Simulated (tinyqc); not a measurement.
## MOSFET in the linear regime without short-channel effects, parameter extraction from computed curves: extraction methods against the second mobility attenuation factor

Inversion charge Q = Cox n Vt W0(exp((Vg - VT)/(n Vt))), W0 the Lambert function and n = nf; u = Q/Cox; mobility mu = mu0/(1 + th1 u + th2 u^2); channel resistance Rch = (L - dL)/(W mu Q); Id = Vd/(Rch + Rsd/W). Cox = eps0 eox/tox. Small Vd, no channel-length or drain effects.

From the continuous curve Id(Vg): tangent at peak gm (V_ext = Vg - Id/gm); constant current Id = 0.1 uA W/L; peak of d2Id/dVg2; Y = Id/sqrt(gm) drawn through Vg = VT + 0.6 and VT + 0.8 V, with intercept VT_Y and slope s. Mobilities gm,max L/(W Cox Vd) and s^2 L/(W Cox Vd) with the drawn L. Last column: share of Rsd/W in the total resistance at VT + 0.8 V.

Inputs (values chosen for the exercise); channel values of the order met in silicon transistors:
- T = 77 K (temperature)
- eox = 3.9 (relative permittivity of the gate insulator (close to silicon dioxide))
- tox = 6.9 nm (insulator thickness)
- mu0 = 270 cm^2/(V s) (low-field mobility)
- th1 = 0.27 1/V (first mobility attenuation factor)
- VT = 0.32 V (threshold voltage)
- nf = 1.35 (body factor)
- W = 10 um (gate width)
- L = 0.22 um (drawn gate length)
- dL = 0.011 um (drawn less effective length)
- Rsd = 200 ohm um (source plus drain resistance)
- Vd = 0.025 V (drain voltage)

Constants: q = 1.602176634e-19 C, kB = 1.380649e-23 J/K, Vt = kB T/q, eps0 = 8.8541878128e-14 F/cm where lengths are in cm. Results are converted to the units shown.

Result of one run:

| V_ext (V) | constant current (V) | second derivative (V) | VT_Y (V) | mobility from gm (cm^2/(V s)) | mobility from Y (cm^2/(V s)) | series share (%) |
|---|---|---|---|---|---|---|
| 0.328 | 0.359 | 0.318 | 0.397 | 240 | 355 | 6.98 |

Which second mobility attenuation factor th2 gave this result: 0, 0.06, 0.12, 0.18 or 0.3 1/V^2?

th2 = 0.18 1/V^2.

The whole series:

| th2 (1/V^2) | V_ext (V) | constant current (V) | second derivative (V) | VT_Y (V) | mobility from gm (cm^2/(V s)) | mobility from Y (cm^2/(V s)) | series share (%) |
|---|---|---|---|---|---|---|---|
| 0 | 0.328 | 0.359 | 0.318 | 0.345 | 241 | 277 | 7.54 |
| 0.06 | 0.328 | 0.359 | 0.318 | 0.362 | 241 | 300 | 7.35 |
| 0.12 | 0.328 | 0.359 | 0.318 | 0.380 | 240 | 326 | 7.16 |
| 0.18 | 0.328 | 0.359 | 0.318 | 0.397 | 240 | 355 | 6.98 |
| 0.24 | 0.328 | 0.359 | 0.318 | 0.415 | 240 | 388 | 6.82 |
| 0.3 | 0.328 | 0.359 | 0.318 | 0.432 | 239 | 425 | 6.66 |
| 0.36 | 0.328 | 0.359 | 0.318 | 0.450 | 239 | 467 | 6.50 |

The model has VT = 0.32 V and mu0 = 270 cm^2/(V s). Over the table the extracted thresholds move by 0.74 mV (tangent), under 0.5 mV (constant current), under 0.5 mV (second derivative), 110 mV (Y function). The mobility from gm falls from 241 to 239 and that from Y rises from 277 to 467 cm^2/(V s).

tinyqc, about 0.02 s, one thread, Intel Xeon 2.30GHz (shared host): `OMP_NUM_THREADS=1 python tinyqc.py 2210174 2210175 out.jsonl`
